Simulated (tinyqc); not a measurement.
Strain-driven roughening and islands of a mismatched epitaxial film: one step, computed by the program tinyqc.

Film and substrate share isotropic elastic constants; the film is coherent and biaxially strained.

Question. Elastic energy of the flat film. M = 2 G (1 + nu)/(1 - nu); stress = M f; energy density w = M f^2.

Inputs (values chosen for the exercise, modelled on InAs on InP): misfit |f| = 0.0309; shear modulus G = 28.5 GPa; Poisson ratio nu = 0.29.

Give: biaxial modulus M; stress; energy density w.

Answer.

biaxial modulus M = 103.6 GPa

stress = 3.200 GPa

energy density w = 98.88 MJ/m^3
